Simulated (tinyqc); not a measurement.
Changing the temperature T: Deal-Grove kinetics of thermal oxidation of silicon. Computed by tinyqc, a small Python program. Command: `OMP_NUM_THREADS=1 python tinyqc.py 3019206 3019207 out.jsonl oxide sweep`. One thread of a shared host (Intel(R) Xeon(R) Processor @ 2.30GHz), about 0.2 s of CPU time with the checks.

Oxidant diffuses through the oxide and reacts at the interface, so that dx/dt = B/(A + 2x) for the oxide thickness x.

Inputs (values chosen for the exercise, close to those used for silicon):
```
quantity                       value    unit
prefactor B0                     769  um^2/h
activation energy E_B           1.24      eV
prefactor (B/A)0            4.05e+06    um/h
activation energy E_A           2.01      eV
oxidant pressure p              0.25     atm
pressure exponent m of B/A      0.75       -
initial oxide x_i              0.005      um
time t                          0.47       h
```

Ambient: dry oxygen. Surface: (100).

Constants: k_B = 8.617333262e-05 eV/K.

Method:
- B = B0 p exp(-E_B/(k_B T)), B/A = (B/A)0 p^m exp(-E_A/(k_B T)), p in atm; A = B/(B/A).
- Temperatures in kelvin are T(C) + 273.15.
- tau = (x_i^2 + A x_i)/B and x = (A/2) [sqrt(1 + 4 B (t + tau)/A^2) - 1], the root of x^2 + A x = B (t + tau).
- Silicon consumed is 0.44 times the oxide grown; the rate is B/(A + 2x).

One run for each value:
```
temperature T (C)  oxide thickness x (um)  length A (um)  linear constant B/A (um/h)  parabolic constant B (um^2/h)
800                              0.005240        0.55471                  5.2054e-04                       0.000289
850                              0.005626        0.38290                  1.3699e-03                       0.000525
900                              0.006497        0.27279                  3.3195e-03                       0.000906
950                              0.008297        0.19981                  7.4826e-03                       0.001495
1000                             0.011692        0.14997                  1.5824e-02                       0.002373
1050                             0.017436        0.11503                  3.1621e-02                       0.003637
1100                             0.026001        0.08996                  6.0082e-02                       0.005405
1150                             0.037251        0.07157                  1.0913e-01                       0.007810
1200                             0.050607        0.05784                  1.9034e-01                       0.011008
```

Over the rows, oxide thickness x (um) rises from 0.00524 to 0.0506; length A (um) falls from 0.555 to 0.0578. A falls with T because E_A exceeds E_B, so hot oxidation turns parabolic sooner. The apparent activation energy of x, -d ln x / d(1/(k_B T)), is 0.15 eV between the first rows and 1.11 eV between the last; a film much thicker than x_i would show E_A = 2.01 eV in the linear limit and E_B/2 = 0.62 eV in the parabolic one.
